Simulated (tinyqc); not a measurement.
# Minority carriers and saturation current of a heavily doped emitter: effect of temperature on the narrowing factor

n-type, parabolic bands, full ionisation. eta = (EF - Ec)/kB T solves N = Nc F12(eta), F12(x) = (2/sqrt(pi)) int_0^infinity sqrt(u)/(1 + exp(u - x)) du. The gap shrinks rigidly by dEg = E1 [ln(N/N0) + sqrt(ln^2(N/N0) + 0.5)], an empirical law that is here taken as the true narrowing.

Nc is given at 300 K and scales as T^1.5; dEg is held. The factor nie^2/ni^2 = exp(dEg/kB T) g, g = F12(eta) exp(-eta), divides the current gain of a transistor with this emitter.

Inputs (values chosen for the exercise); band and dielectric values close to those of silicon: conduction-band density of states at 300 K Nc = 2.82e19 cm^-3; ionised donor density N = 3.1e19 cm^-3; energy of the narrowing law E1 = 7.9 meV; density of the narrowing law N0 = 1.6e17 cm^-3.

Constants: q = 1.602176634e-19 C, kB = 1.380649e-23 J/K, Vt = kB T/q. Results are converted to the units shown.

Results:

| T (K) | eta | g | nie^2/ni^2 | its logarithm |
|---|---|---|---|---|
| 150 | 2.1899 | 0.34801 | 223.84 | 5.4109 |
| 200 | 1.3978 | 0.49909 | 63.743 | 4.1549 |
| 250 | 0.86914 | 0.60593 | 29.337 | 3.3789 |
| 300 | 0.47753 | 0.68190 | 17.294 | 2.8503 |
| 400 | -0.086888 | 0.77882 | 8.8017 | 2.1749 |
| 450 | -0.30372 | 0.81073 | 6.9983 | 1.9457 |

Estimate the missing row, T = 350 K.

Computed row:

| T (K) | eta | g | nie^2/ni^2 | its logarithm |
|---|---|---|---|---|
| 350 | 0.16819 | 0.73731 | 11.782 | 2.4666 |

With this row back in the table: The factor falls from 224 to 7.00. Its slope against q/kB T is 64.9 meV between the first two rows and 71.1 meV between the last two, against dEg = 83.6 meV: degeneracy takes back part of the narrowing. The factor grows on cooling, so the current gain of such a transistor falls.

Range of the model: Band tails, non-parabolic bands and incomplete ionisation are left out.

Program tinyqc, `OMP_NUM_THREADS=1 python tinyqc.py 2330136 2330137 out.jsonl`; Intel Xeon 2.30GHz, shared host, one thread, about 0.01 s.
